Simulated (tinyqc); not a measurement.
p-n diode, drift-diffusion by the Gummel loop with Scharfetter-Gummel fluxes: one step of the calculation.

Abrupt junction at x = 0, p side from -Lp, n side to Ln, ohmic contacts. psi is counted from the intrinsic level; n = ni exp((psi - phin)/Vt), p = ni exp((phip - psi)/Vt). Contacts: p side psi = V - Vt ln(Na/ni), p = Na, n = ni^2/Na; n side psi = Vt ln(Nd/ni), n = Nd, p = ni^2/Nd. Constant mobilities, D = mu Vt, Boltzmann statistics, SRH recombination through a mid-gap level, U = (n p - ni^2)/(tp (n + ni) + tn (p + ni)). Current is positive from the p contact to the n contact.

Task. Electron continuity. With psi and p held, F_i = (mun Vt/h_i) [n_(i+1) B(d_i) - n_i B(-d_i)], d_i = (psi_(i+1) - psi_i)/Vt, B(d) = d/(exp(d) - 1); solve F_i - F_(i-1) = w_i [(n_i p_i - ni^2)/den_i - G] for the new n, with den = tp (n + ni) + tn (p + ni) taken at the old n and p, h_i = x_(i+1) - x_i, w_i = (h_(i-1) + h_i)/2; phin = psi - Vt ln(n/ni).

Inputs (values chosen for the exercise); band and dielectric values close to those of In0.53Ga0.47As: temperature T = 350 K; acceptor density of the p side Na = 2.5e16 cm^-3; donor density of the n side Nd = 5.2e15 cm^-3; electron mobility mun = 7300 cm^2/(V s); SRH lifetime of electrons tn = 1e-10 s; SRH lifetime of holes tp = 3e-8 s; uniform generation rate G = 0 cm^-3 s^-1.

Constants: q = 1.602176634e-19 C, kB = 1.380649e-23 J/K, Vt = kB T/q. Results are converted to the units shown.

```
node	x (nm)	psi (V)	n after Poisson (cm^-3)	p after Poisson (cm^-3)
0	-1200	0.03027294	1.6073755e9	2.5e16
1	-793	0.03025224	1.7283898e13	2.5017171e16
2	-501	0.03025256	1.7284087e13	2.5016898e16
3	-293	0.03027929	1.7299407e13	2.4994744e16
4	-144	0.03109077	1.7771171e13	2.4331218e16
5	-38	0.04392358	2.7195709e13	1.5899355e16
6	38	0.13650489	5.8561553e14	7.3835856e14
7	204	0.19671457	4.3111571e15	1.0029656e14
8	568	0.20271877	5.2607841e15	8.2191976e13
9	1360	0.20283887	5.2817748e15	8.1865331e13
10	3100	0.20283919	5.2818305e15	8.1864467e13
11	6900	0.20236826	5.2e15	7.7277668e9
```

ni = 6.3391157e12 cm^-3

Find: new n; phin after round 1.

Result.

```
node	new n (cm^-3)	phin after round 1 (V)
0	1.6074e9	0.28000
1	5.5335e12	0.03435
2	9.7035e12	0.01741
3	1.2862e13	0.00894
4	1.5622e13	0.00389
5	2.6106e13	0.00123
6	5.7096e14	0.00076
7	4.2125e15	0.00070
8	5.1474e15	0.00066
9	5.1819e15	0.00058
10	5.2127e15	0.00040
11	5.2000e15	0.00000
```

Computed by the program tinyqc: `OMP_NUM_THREADS=1 python tinyqc.py 2240091 2240092 out.jsonl`, one thread of a shared Intel Xeon 2.30GHz, about 0.2 s for the whole run.
